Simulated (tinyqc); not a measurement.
## Capacitance shares from swing and barrier lowering

Question. Below threshold the charge is negligible, so the band edge moves as -(aG Vg + aD Vd), aG = CG/CS, aD = CD/CS (CG, CD the capacitances of the barrier top to gate and drain, CS the total), and I goes as exp((aG Vg + aD Vd)/Vt) once Vd is well above Vt. Find aG, aD, CS and CD.

Inputs (values chosen for the exercise):
- T = 300 K (temperature)

Constants: q = 1.602176634e-19 C, kB = 1.380649e-23 J/K, Vt = kB T/q. Results are converted to the units shown.

swing = 77.307051 mV/decade
DIBL = 66.233766 mV/V
CG = 6.2836172 uF/cm^2

Answer. The swing is Vt ln 10/aG and the DIBL, -dVg/dVd at fixed current, is aD/aG.

aG = 0.7700
aD = 0.05100
CS = 8.161 uF/cm^2
CD = 0.4162 uF/cm^2

Computed by the program tinyqc: `OMP_NUM_THREADS=1 python tinyqc.py 2400174 2400175 out.jsonl`, one thread of a shared Intel Xeon 2.30GHz, about 0.02 s for the whole run.
